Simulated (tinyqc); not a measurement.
# Undoped gate-all-around wire MOSFET, analytic charge model: effects of single changes

An undoped round wire of radius R under an insulator shell and a surrounding gate; long channel, electrons only, n = ni exp((psi - V)/Vt) with V the quasi-Fermi potential (0 at the source, Vd at the drain), constant mobility, no quantisation. The radial Poisson equation gives n(r) = n(0)/(1 - (1 - b) r^2/R^2)^2 with b = Q0/(Q + Q0). Q is the electron charge per area of the wire surface.

Parameters, values chosen for the exercise; material values those of a made-up semiconductor:
- T = 293 K (temperature)
- Eg = 1.11 eV (band gap)
- eps_r = 14.6 (relative permittivity of the semiconductor)
- Nc = 3.74e17 cm^-3 (conduction-band density of states at T)
- Nv = 9.65e18 cm^-3 (valence-band density of states at T)
- eox = 7.52 (relative permittivity of the gate insulator)
- tox = 1.8 nm (insulator thickness)
- R = 10 nm (wire radius)
- dphi = 0.14 V (gate work function less that of the intrinsic body)
- mu = 360 cm^2/(V s) (channel mobility)
- L = 1 um (gate length)
- Vd = 0.1 V (drain voltage)

Constants: q = 1.602176634e-19 C, kB = 1.380649e-23 J/K, Vt = kB T/q, eps0 = 8.8541878128e-14 F/cm where lengths are in cm. Results are converted to the units shown.

Each table varies one quantity; the others keep the values above.

## Transfer curve and volume inversion

ni = sqrt(Nc Nv) exp(-Eg/(2 Vt)), Eg in volts; Cox = eps0 eox/(R ln(1 + tox/R)); Q0 = 4 eps0 eps_r Vt/R; V0 = dphi + Vt ln[8 eps0 eps_r Vt/(q ni R^2)]. Q solves Vg - V0 - V = Q/Cox + Vt ln(Q/Q0) + Vt ln(1 + Q/Q0). I = mu (2 pi R/L)[2 Vt (Qs - Qd) + (Qs^2 - Qd^2)/(2 Cox) + Vt Q0 ln((Qd + Q0)/(Qs + Q0))], with Qs at V = 0 and Qd at V = Vd. The drop is psi(surface) - psi(centre) at the source end; C = dQs/dVg, Cg = Cox, drop = 2 Vt ln(1 + Qs/Q0); gm = dI/dVg.

Result of one run:
```
Vg (V)	Qs (nC/cm^2)	drop (mV)	C/Cg	I (uA)	gm/I (1/V)
0.84	360.94	66.942	0.67202	0.53752	9.7794
```

What becomes of these results when the gate voltage Vg is changed from 0.84 to 1.59 V, all else the same?

Result of the changed run:
```
Vg (V)	Qs (nC/cm^2)	drop (mV)	C/Cg	I (uA)	gm/I (1/V)
1.59	2976.5	160.06	0.93737	6.3073	1.3466
```

The whole series:
```
Vg (V)	Qs (nC/cm^2)	drop (mV)	C/Cg	I (uA)	gm/I (1/V)
0.39	8.6335e-4	3.3393e-4	8.4998e-6	4.8368e-7	39.606
0.54	0.32644	0.12610	0.0031957	1.8340e-4	39.491
0.69	52.833	17.159	0.28766	0.041526	27.533
0.84	360.94	66.942	0.67202	0.53752	9.7794
0.99	815.15	99.991	0.81168	1.4846	4.7605
1.14	1325.4	121.78	0.87230	2.6058	2.9888
1.29	1862.4	137.63	0.90456	3.8037	2.1420
1.44	2414.6	149.98	0.92424	5.0428	1.6573
1.59	2976.5	160.06	0.93737	6.3073	1.3466
```

The current rises from 4.84e-7 to 6.31 uA. In the first row gm/I is 39.6 1/V, within 0.01 % of 1/Vt: with no depletion charge the whole body follows the gate, and the swing is ideal. The drop between surface and centre goes from 3.3e-4 to 160 mV and passes Vt at Vg = 0.84 V among the rows; below that the density varies across the body by less than a factor of e (volume inversion). C reaches 0.94 of Cg in the last row. For Vg = 0.69 to 1.59 V the surface density at the source passes 0.3 Nc, where Boltzmann statistics fail.

## Effect of the wire radius

I = mu (2 pi R/L)[2 Vt (Qs - Qd) + (Qs^2 - Qd^2)/(2 Cox) + Vt Q0 ln((Qd + Q0)/(Qs + Q0))], with Qs at V = 0 and Qd at V = Vd.  I(low) is taken at Vg = 0.44 V, Qs and I(high) at Vg = 1.19 V.

Result of one run:
```
R (nm)	V0 (V)	I(low) (nA)	Qs(high) (nC/cm^2)	I(high) (uA)
4.7	0.72926	7.7407e-4	1608.1	1.5054
```

What becomes of these results when the wire radius R is changed from 4.7 to 18 nm, all else the same?

Result of the changed run:
```
R (nm)	V0 (V)	I(low) (nA)	Qs(high) (nC/cm^2)	I(high) (uA)
18	0.66145	0.011352	1458.4	5.2464
```

The whole series:
```
R (nm)	V0 (V)	I(low) (nA)	Qs(high) (nC/cm^2)	I(high) (uA)
3.3	0.74711	3.8161e-4	1688.5	1.1081
4.7	0.72926	7.7407e-4	1608.1	1.5054
6.5	0.71288	0.0014805	1553.6	2.0138
9.1	0.69589	0.0029017	1511.7	2.7459
13	0.67788	0.0059217	1479.6	3.8422
18	0.66145	0.011352	1458.4	5.2464
25	0.64486	0.021896	1442.8	7.2115
```

As R goes from 3.3 to 25 nm, I(low) rises from 3.82e-4 to 0.0219 nA and I(high) rises from 1.11 to 7.21 uA. On average I(low) goes as R^(2.00) and I(high) goes as R^(0.92). Below threshold the charge is proportional to the cross-section of the body; above it the insulator sets the charge. In every row the surface density at the source at the higher gate voltage passes 0.3 Nc, where Boltzmann statistics fail. For R = 3.3 to 4.7 nm the body is thin enough for quantum confinement, left out here, to raise the threshold.

Numbers from tinyqc (`OMP_NUM_THREADS=1 python tinyqc.py 2460104 2460105 out.jsonl`; about 0.03 s on one thread of a shared Intel Xeon 2.30GHz).
